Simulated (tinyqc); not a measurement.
Shallow donor in an anisotropic valley (effective-mass theory), step by step. Values are carried at full precision from step to step, so a last printed digit may differ when a step is redone from the rounded ones.

Constants: Ry = 13.60569312 eV; a0 (Bohr radius) = 0.5291772105 angstrom; hbar^2/2m0 = 3.80998211 eV angstrom^2; e^2/(4 pi eps0) = 14.39964547 eV angstrom.

Values chosen for the exercise (near those of Ge; not measured data):
- ml = 1.58 m0 (longitudinal mass)
- mt = 0.079 m0 (transverse mass)
- eps = 15.6 (dielectric constant)
- a = 75.3 angstrom (trial radius across the axis)
- b = 25.9 angstrom (trial radius along the axis)

## Hydrogen-like estimates

Ry* = Ry m/eps^2 and a* = a0 eps/m for four choices of one mass: mt, the conductivity mass 3/(1/ml + 2/mt), the density-of-states mass (ml mt^2)^(1/3), and ml.

Estimates:

| mass | m (m0) | Ry* (meV) | a* (angstrom) |
|---|---|---|---|
| mt | 0.0790 | 4.42 | 104.50 |
| conductivity | 0.1156 | 6.46 | 71.41 |
| density of states | 0.2144 | 11.99 | 38.50 |
| ml | 1.5800 | 88.33 | 5.22 |

## Energy of one trial function

One valley: H = -c [(d2/dx2 + d2/dy2)/mt + (d2/dz2)/ml] - q/(eps r), c = hbar^2/2m0, q = e^2/(4 pi eps0). Trial function exp(-sqrt((x^2 + y^2)/a^2 + z^2/b^2)) with a > b: T = (c/3)(2/(mt a^2) + 1/(ml b^2)), V = -(q/eps) atan(u/b)/u, u = sqrt(a^2 - b^2). The central cell of the impurity is left out.

Evaluate T, V and E. Scaling both radii by f changes T to T/f^2 and V to V/f, so the best factor is f = -2T/V, with energy -V^2/(4T).

T = 6.869 meV
V = -15.923 meV
E = -9.054 meV
best scale factor = 0.8628
energy after scaling = -9.228 meV

The virial ratio -V/T is 2.318; it is 2 at the best scale. Scaling gains 0.174 meV.

## Scan over the shape

For each ratio b/a = 0.2, 0.3, ..., 0.9 the best scale follows from a = -2 T1/V1, with T1 and V1 taken at a = 1 angstrom.

Scan:

| b/a | a (angstrom) | b (angstrom) | E (meV) |
|---|---|---|---|
| 0.2 | 80.99 | 16.20 | -7.964 |
| 0.3 | 67.07 | 20.12 | -9.133 |
| 0.4 | 63.68 | 25.47 | -9.167 |
| 0.5 | 63.37 | 31.69 | -8.806 |
| 0.6 | 64.27 | 38.56 | -8.323 |
| 0.7 | 65.74 | 46.02 | -7.819 |
| 0.8 | 67.49 | 53.99 | -7.334 |
| 0.9 | 69.40 | 62.46 | -6.881 |

The best listed ratio is 0.4; (mt/ml)^(1/2) = 0.22 and (mt/ml)^(1/3) = 0.37 are common guesses.

## The minimum

Minimise over a and b. The Mott estimate n_c = (0.25/a_m)^3 uses a_m = (a^2 b)^(1/3); 1/angstrom^3 = 1e24/cm^3.

a = 64.74 angstrom
b = 22.72 angstrom
E = -9.229 meV
a_m = 45.66 angstrom
n_c = 0.164 x 1e18/cm^3

b/a = 0.351. The binding energy is 2.090 times Ry*(mt). The central cell of a real donor shrinks the orbit and raises n_c.

## Checks

- Energy from 21 anisotropic Gaussians against the two-parameter function, meV: -9.28 against -9.23.

Run: tinyqc, `OMP_NUM_THREADS=1 python tinyqc.py 1252440 1252441 out.jsonl`; Intel(R) Xeon(R) Processor @ 2.30GHz, one thread, shared host; about 0.01 s of CPU time with all checks.
